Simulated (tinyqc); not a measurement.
Inside a calculation. Method: tight binding, dimerised chain. One step of it, computed by the program tinyqc.

Problem. Open chain of 4 cells. The same hoppings without the wrap-around bond.

H of the open chain (eV), lower triangle:
```
           1          2          3          4          5          6          7          8
1   0.330000
2  -0.590000  -0.330000
3   0.000000  -0.570000   0.330000
4   0.000000   0.000000  -0.590000  -0.330000
5   0.000000   0.000000   0.000000  -0.570000   0.330000
6   0.000000   0.000000   0.000000   0.000000  -0.590000  -0.330000
7   0.000000   0.000000   0.000000   0.000000   0.000000  -0.570000   0.330000
8   0.000000   0.000000   0.000000   0.000000   0.000000   0.000000  -0.590000  -0.330000
```

Give: levels; weights of the highest filled level on the sites.

Solution.

levels (eV): -1.139  -0.949  -0.670  -0.393  0.393  0.670  0.949  1.139

weights of the highest filled level on the sites: 0.034  0.050  0.027  0.176  0.015  0.310  0.004  0.384

The bulk gap runs from -0.3306 to 0.3306 eV; no level of this chain lies inside it.
